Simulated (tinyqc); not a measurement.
Finnis-Sinclair potential for a bcc metal: fit to cohesion and elasticity, then vacancy, surfaces and structure: one step, computed by the program tinyqc.

E = (1/2) sum V(r) - A sqrt(rho), rho = sum phi(r), phi = (r - d)^2 for r < d, V = (r - c)^2 (c0 + c1 r + c2 r^2) for r < c. In bcc the 8 first neighbours lie at sqrt(3) a/2 and the 6 second at a; both cut-offs lie below the third shell; Omega = a^3/2; E is per atom and z the number of atoms in a shell. The four constants A, c0, c1, c2 are fitted to E_c, zero pressure, B and C12 - C44 alone, so C44 and C11 - C12 are not matched singly; defects are unrelaxed.

Problem. Unrelaxed vacancy. E_v = -A sum_shells z [sqrt(rho - phi(r)) - sqrt(rho)] - (1/2) sum z V(r): the neighbours lose one bond each, and the atom is put back in the bulk.

Inputs (values chosen for the exercise, modelled on vanadium):

| quantity | value | unit |
|---|---|---|
| lattice constant a | 3.04 | angstrom |
| cohesive energy E_c | 5.26 | eV |
| density cut-off d/a | 1.237 | - |
| pair cut-off c/a | 1.243 | - |

c0, c1, c2 (eV/angstrom^2, eV/angstrom^3, eV/angstrom^4): 0.7243016  0.2141199  -0.1304224

A = 2.072613 eV/angstrom

rho = 13.28934 angstrom^2

Give: V at the two shells; phi at the two shells; vacancy energy E_v; E_v/E_c.

Solution.

V at the two shells (eV): 0.5044  0.0927

phi at the two shells (angstrom^2): 1.272  0.519

vacancy energy E_v = 1.564 eV

E_v/E_c = 0.2973

A pair potential would give E_v = E_c; the square root lowers the ratio to 0.30.
